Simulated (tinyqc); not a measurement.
# Cap thickness from the capacitance plateau

Question. With only the buried channel on, 1/C = 1/Cox + (tc + zc)/(eps0 eps_r), Cox = eps0 eox/tox. Find tc and the oxide-equivalent thickness 3.9 eps0/C.

Parameters, values chosen for the exercise; band and dielectric values close to those of silicon:
```
symbol  value  unit                                                                 meaning
eps_r    11.8                                                         relative permittivity
eox      25.4        relative permittivity of the gate insulator (close to zirconium oxide)
tox       4.5    nm                                                     insulator thickness
zc        0.8    nm                    depth of the hole centroid below the top of the SiGe
```

Constants: eps0 = 8.8541878128e-14 F/cm where lengths are in cm. Results are converted to the units shown.

plateau of C/Cox with only the buried channel on = 0.24915541

Answer. The cap and the centroid act as a second capacitor in series with the insulator.

tc = 5.500 nm
equivalent thickness = 2.773 nm

Program tinyqc, `OMP_NUM_THREADS=1 python tinyqc.py 2042128 2042129 out.jsonl`; Intel Xeon 2.30GHz, shared host, one thread, about 0.02 s.
